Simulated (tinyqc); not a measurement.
Configuration-coordinate model of a defect: Huang-Rhys factor and luminescence line shape: one step, computed by the program tinyqc. Command: `OMP_NUM_THREADS=1 python tinyqc.py 3005710 3005711 out.jsonl ccline walk`. One thread of a shared host (Intel(R) Xeon(R) Processor @ 2.30GHz), about 0.01 s of CPU time with the checks.

Ground state E_g(Q) = (1/2) omega_g^2 Q^2; excited state E_e(Q) = E_0 + (1/2) omega_e^2 (Q - dQ)^2 with omega_e = omega_g and E_0 = E_ZPL. Q is mass-weighted; the dipole does not depend on Q (Condon approximation).

Task: Crossing, radiative lifetime and thermal quenching. The curves cross at the root Q_c nearest dQ; the barrier is (1/2) omega_e^2 (Q_c - dQ)^2, with (1/2) omega^2 = (hbar omega)^2/(2 hbar^2/u). k_r = n_r omega^3 mu^2/(3 pi eps_0 hbar c^3) at the vertical emission energy, without local-field correction; k_nr = nu_0 exp(-barrier/k_B T) (Mott-Seitz); yield = k_r/(k_r + k_nr); T_1/2 = barrier/(k_B ln(nu_0/k_r)).

Inputs (values chosen for the exercise, for a model defect in a wide-gap host):
```
quantity                          value              unit
zero-phonon energy E_ZPL           2.49                eV
displacement dQ                   0.394  u^(1/2) angstrom
ground-state phonon hbar omega_g   87.9               meV
temperature T                       200                 K
refractive index n_r                2.1                 -
transition dipole mu                1.9        e angstrom
quenching prefactor nu_0          4e+12               1/s
```

Modes: equal frequencies in both states.

vertical emission energy = 2.346535 eV

Constants: hbar^2/u = 4.18015928e-03 eV angstrom^2; hbar = 6.582119569e-16 eV s; e = 1.602176634e-19 C; eps_0 = 8.8541878128e-12 F/m; hbar = 1.054571817e-34 J s; c = 299792458 m/s; k_B = 8.617333262e-05 eV/K.

Give: Q_c; classical barrier; radiative lifetime; luminescence yield; quenching temperature T_1/2.

Result:

Q_c = 3.616 u^(1/2) angstrom

classical barrier = 9.595 eV

radiative lifetime = 2.689 ns

luminescence yield = 1

quenching temperature T_1/2 = 11994 K

The barrier is so high that this route does not halve the yield below 1000 K. Caution: the curves cross far outside the range of the harmonic model, so the barrier and T_1/2 have no quantitative meaning.
